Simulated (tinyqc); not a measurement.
Towards the loss of the bound state: donor level screened by free carriers (Yukawa potential).

Potential -(q/(eps r)) exp(-ks r), q = e^2/(4 pi eps0). In units Ry* = Ry m/eps^2 and a* = a0 eps/m the problem is [-Laplacian - 2 exp(-x r)/r] psi = E psi with x = ks a*.

Converged values use 18 functions exp(-z r), z = 1.55^i, i = -11 to 6: S = 2/A^3, H = z_i z_j S - 2/(A + x)^2, A = z_i + z_j.

Values chosen for the exercise (out of a larger set: near those of a donor in InP, with one mean mass; not measured data): xs = (0.06, 0.17, 0.25, 0.53, 0.75, 0.91, 1.11) (values of x).

First order (-1 + 2x), one-parameter (minimum of z^2 - 8 z^3/(2z + x)^2) and converged 1s energies in Ry*, and the mean radius in a*; a dash marks an unbound result.

Results:
```
x     first order  trial function  converged   <r>
0.06      -0.8800         -0.8852    -0.8852  1.50
0.17      -0.6600         -0.6992    -0.6993  1.54
0.25      -0.5000         -0.5815    -0.5818  1.58
0.75            -         -0.1043    -0.1148  2.35
0.91            -         -0.0281    -0.0453  3.23
1.11            -               -    -0.0036  9.20
```

Give the missing row, x = 0.53.

Computed row:
```
x     first order  trial function  converged   <r>
0.53            -         -0.2655    -0.2694  1.85
```

First order loses the state at x = 0.5, the trial function reaches zero energy at x = 1.00, and the exact limit is 1.19. The radius starts at 1.5 a*, grows slowly at first (1.58 at x = 0.25), then steadily, and swells towards the end (9.2 at 1.11), where a single exponential fails: the binding vanishes as the square of the distance from 1.19.

Run: tinyqc, `OMP_NUM_THREADS=1 python tinyqc.py 1252614 1252615 out.jsonl`; Intel(R) Xeon(R) Processor @ 2.30GHz, one thread, shared host; about 0.01 s of CPU time with all checks.
